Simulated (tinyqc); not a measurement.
## AlGaN/GaN HEMT with access regions, lumped model: effect of the source access length

A polarisation-induced electron sheet under a Schottky gate, in series with two ungated access regions and contacts. Drift law v = mu E/(1 + mu E/vs) under the gate. Currents in mA/mm, resistances in ohm mm. No self-heating, no channel-length modulation; fits for polarisation, barrier and offset are chosen for the exercise.

sigma = (5e13 x + 1.6e13 x^2) cm^-2, phiB = 0.84 + 1.3 x, dEc = 0.7 (1.71 x + x^2) in volts, Cb = eps0 eps_r/d, VT = phiB - dEc - q sigma/Cb, access density n0 = -Cb VT/q. Access resistance R(L, n) = L/(q mu n sqrt(1 - (I/(q n vs))^2)); Rs = Rc + R(Ls, n0), Rd = Rc + R(Ld, (1 - ft) n0). Vg' = Vg - I Rs, Vd' = Vd - I (Rs + Rd); with u = Vg' - VT, Vc = vs Lg/mu and w the smaller of Vd' and Vc [sqrt(1 + 2 u/Vc) - 1] (0 if negative), the channel gives (mu Cb/Lg)(u w - w^2/2)/(1 + w/Vc). I equals that channel current. Isat is I at Vd = 10 V, gm = dIsat/dVg, Ron the limit of Vd/I at small Vd.

Values chosen for this exercise; values close to those of AlGaN/GaN structures:

| symbol | value | unit | meaning |
|---|---|---|---|
| x | 0.2 |  | aluminium share of the barrier |
| d | 25 | nm | barrier thickness |
| eps_r | 9.1 |  | relative permittivity of barrier and channel |
| mu | 1400 | cm^2/(V s) | channel mobility |
| vs | 1.4e7 | cm/s | saturation velocity |
| Lg | 0.25 | um | gate length |
| Ld | 2 | um | drain access length |
| Rc | 0.21 | ohm mm | resistance of each contact |
| ft | 0 |  | share of the drain-access electrons removed by traps |
| Vg | -1 | V | gate voltage |

Constants: q = 1.602176634e-19 C, eps0 = 8.8541878128e-14 F/cm where lengths are in cm. Results are converted to the units shown.

The same in every row: VT (V) = -4.457; n0 (cm^-2) = 8.965e12.

Effect of the source access length:
```
Ls (um),Ron (ohm mm),Isat (mA/mm),gm (mS/mm)
0.1,1.625,973.8,329.6
0.3,1.724,939.0,314.0
0.6,1.873,892.4,294.3
1,2.072,838.4,273.0
1.5,2.321,780.8,251.6
2.5,2.818,688.9,219.3
4,3.564,588.0,185.6
```

As Ls goes from 0.1 to 4 um, Ron rises from 1.62 to 3.56 ohm mm, Isat falls from 974 to 588 mA/mm and gm falls from 330 to 186 mS/mm. The ceiling Cb vs is 451 mS/mm. In every row the power passes 5 W/mm, where self-heating, left out here, lowers the current.

Numbers from tinyqc (`OMP_NUM_THREADS=1 python tinyqc.py 2570115 2570116 out.jsonl`; about 0.02 s on one thread of a shared Intel Xeon 2.30GHz).
